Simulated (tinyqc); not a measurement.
Inside a calculation. Model: a six-terminal Hall bar with edge channels and a constriction, Landauer-Buettiker equations.

Computed by the program tinyqc: `OMP_NUM_THREADS=1 python tinyqc.py 2700110 2700111 out.jsonl`, one thread of a shared Intel Xeon 2.30GHz, about 0.01 s for the whole run. Printed values are rounded.

Contacts 1 (source) and 4 (drain) end the bar; 2 and 3 lie on the upper edge, 6 and 5 on the lower edge, with a constriction between 2 and 3 (and between 6 and 5). Carriers run 1 to 2 to 3 to 4 to 5 to 6 to 1 in M channels. The constriction passes Tc from 2 to 3 and from 5 to 6, and turns M - Tc from 2 to 6 and from 5 to 3. Signs are those of positive carriers; V4 = 0.

Parameters, values chosen for the exercise: edge channels, spin counted singly M = 5; summed transmission of the constriction Tc = 2; current from contact 1 to contact 4 I = 100 nA.

Constants: q = 1.602176634e-19 C, h = 6.62607015e-34 J s. Results are converted to the units shown.

## Transmission matrix

T_ij is the transmission from contact j to contact i.

T_ij:
```
   1  2  3  4  5  6
1  0  0  0  0  0  5
2  5  0  0  0  0  0
3  0  2  0  0  3  0
4  0  0  5  0  0  0
5  0  0  0  5  0  0
6  0  3  0  0  2  0
```

## Voltages

I_i = (q^2/h) [M V_i - sum_j T_ij V_j], with I_1 = I, V_4 = 0 and no current at 2, 3, 5, 6.

V, contact 1 to 6 (uV): [1290.640, 1290.640, 516.256, 0.000, 0.000, 774.384]

## Resistances

R(a,b) = (V_a - V_b)/I.

resistances (kohm): R(1,4) 12.90640, R(2,3) 7.74384, R(2,6) 5.16256, R(2,5) 12.90640, R(3,6) -2.58128

In units of h/q^2: R(1,4) = R(2,5) = 1/Tc, R(2,3) = 1/Tc - 1/M, R(2,6) = 1/M, R(3,6) = 2/M - 1/Tc.
